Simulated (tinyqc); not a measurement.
What each input does: propagation of a band-gap error through k.p and effective-mass formulas.

Chain, for a gap E (the reference Eg or another value), with Ep and Dso kept: 1/me = 1 + Ep (E + 2 Dso/3)/(E (E + Dso)); g* = 2 - 2 Ep Dso/(3 E (E + Dso)); g1(E) = g1 + (Ep/3)(1/E - 1/Eg), g2(E) = g2 + (Ep/6)(1/E - 1/Eg), light hole 1/(g1 + 2 g2), heavy hole 1/(g1 - 2 g2) along [100]; optical constant ei(E) = 1 + (ei - 1)(EP/(EP + E - Eg))^2, static e0(E) = ei(E) + e0 - ei.

Donor: R = Ry me/e0^2, a_B = a0 e0/me, Mott density (0.26/a_B)^3. Nc, Nv = 2 (m kT/(4 pi c))^(3/2), c = hbar^2/2m0, ni = sqrt(Nc Nv) exp(-E/2kT). Exciton: Ry mu/e0^2 with 1/mu = 1/me + g1(E). 1 angstrom^-3 = 1e24 cm^-3.

Constants: Ry = 13.60569312 eV; a0 (Bohr radius) = 0.5291772105 angstrom; kB = 8.617333262e-05 eV/K; hbar^2/2m0 = 3.80998211 eV angstrom^2.

Values chosen for the exercise (reference values near those of GaSb, gap at low temperature; not measured data): Eg = 0.808 eV (gap at Gamma to the s-like level); Dso = 0.758 eV (spin-orbit splitting); Ep = 26.8 eV (Kane energy); g1 = 13.44 (Luttinger gamma1); g2 = 4.72 (gamma2); e0 = 15.5 (static dielectric constant); ei = 14.14 (optical dielectric constant); EP = 4.22 eV (mean (Penn) gap); mh = 0.4 m0 (density-of-states mass of the holes); T = 77 K (temperature); Eg2 = 0.283 eV (a wrong gap).

All at E = Eg2.

Results for these values:
```
case  me (m0)  light hole (m0)     e0  donor (meV)  exciton (meV)  log10 ni
base   0.0138           0.0156  19.50        0.492          0.335     7.558
```

What happens to each result for EP = 3.882 eV, all else kept?

Answer: me does not change at the printed digits; light hole does not change at the printed digits; e0 rises from 19.50 to 19.93; donor falls from 0.492 to 0.471; exciton falls from 0.335 to 0.321; log10 ni does not change at the printed digits.

The same for each parameter in turn:
```
case            me (m0)  light hole (m0)     e0  donor (meV)  exciton (meV)  log10 ni
base             0.0138           0.0156  19.50        0.492          0.335     7.558
Eg2 = 0.306 eV   0.0148           0.0169  19.29        0.540          0.368     6.828
Dso = 0.697 eV   0.0137           0.0156  19.50        0.489          0.334     7.555
Ep = 24.656 eV   0.0149           0.0165  19.50        0.534          0.360     7.584
g1 = 14.515      0.0138           0.0154  19.50        0.492          0.332     7.558
EP = 3.882 eV    0.0138           0.0156  19.93        0.471          0.321     7.558
ei = 13.009      0.0138           0.0156  19.16        0.510          0.348     7.558
mh = 0.368 m0    0.0138           0.0156  19.50        0.492          0.335     7.530
T = 83.16 K      0.0138           0.0156  19.50        0.492          0.335     8.294
```

Program tinyqc; command `OMP_NUM_THREADS=1 python tinyqc.py 1880501 1880502 out.jsonl`; about 0.01 s on one thread of a shared Intel(R) Xeon(R) Processor @ 2.30GHz.
